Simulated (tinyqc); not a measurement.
# Gate sheet resistance from two finger widths

Inverse problem. At low frequency R = Rsh Wf/(3 L) + B/Wf, where B collects the channel and vertical terms. Find Rsh, B and the width of lowest R.

Inputs (values chosen for the exercise):
- L = 0.98 um (channel length)

input resistance of single fingers, contacted at one end, of width 1.6 and 5.9 um (ohm): 58.916667  25.087571

Solution. R Wf is a straight line in Wf^2; the minimum of R lies where both terms are equal.

Rsh = 4.900 ohm/square
B = 90.00 ohm um
width of lowest R = 7.348 um

Computed by the program tinyqc: `OMP_NUM_THREADS=1 python tinyqc.py 2262118 2262119 out.jsonl`, one thread of a shared Intel Xeon 2.30GHz, about 0.01 s for the whole run.
